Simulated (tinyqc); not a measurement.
Raising U: Hubbard chain of 4 sites, mean field against exact. Computed by the program tinyqc. 

one-body matrix (hopping and site energies) (eV):
```
,1,2,3,4
1,0.0000,-1.6500,0.0000,0.0000
2,-1.6500,0.1400,-1.6500,0.0000
3,0.0000,-1.6500,0.1700,-1.6500
4,0.0000,0.0000,-1.6500,-0.2200
```

electrons, up and down: 2  1

Collinear unrestricted mean field (the lowest of 40 random starts) against exact diagonalisation.

Exact and mean-field results (eV):
```
U,U/t,E exact,E mean field,mean |n_up - n_down|,"double occupancy, exact",first gap in the sector
0.8200,0.4970,-5.870931,-5.851020,0.2500,0.1084,1.5280
1.6500,1.0000,-5.533607,-5.455435,0.2500,0.0949,1.4810
3.3000,2.0000,-4.987805,-4.708578,0.2735,0.0713,1.3218
4.9500,3.0000,-4.579775,-4.069492,0.4015,0.0532,1.1484
6.6000,4.0000,-4.274679,-3.594098,0.5159,0.0400,0.9953
9.9000,6.0000,-3.865290,-3.020118,0.6341,0.0238,0.7656
13.2000,8.0000,-3.612276,-2.785742,0.7285,0.0154,0.6129
19.8000,12.0000,-3.325002,-2.642547,0.7408,0.0077,0.4322
33.0000,20.0000,-3.072506,-2.528936,0.7468,0.0030,0.2687
```

In absolute terms mean field is worst at U/t = 6.0, 0.845 eV too high: at small U it is nearly exact, and at large U it still misses the motion of the hole through a fluctuating spin background. Relative to the exact energy its error is 0.3 % at the smallest U, 23 % at most and 18 % at the largest. The double occupancy falls from 0.108 to 0.003.
